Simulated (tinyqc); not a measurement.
# Scale length and length offset from two DIBL values

Problem. DIBL = exp(-Le/(2 l)) + 2 exp(-Le/l) with Le = L - dL. Find l, dL and the drawn length for a DIBL of 100 mV/V.

DIBL at drawn lengths 51 and 91 nm (mV/V): 79.139351  8.2202468

Solution. With e = exp(-Le/(2 l)), 2 e^2 + e = DIBL gives e and so Le/l at each length; Le/l is a straight line in L with slope 1/l.

l = 9.30 nm
dL = 1.40 nm
length for 100 mV/V = 47.2 nm

Program tinyqc, `OMP_NUM_THREADS=1 python tinyqc.py 2002207 2002208 out.jsonl`; Intel Xeon 2.30GHz, shared host, one thread, about 0.01 s.
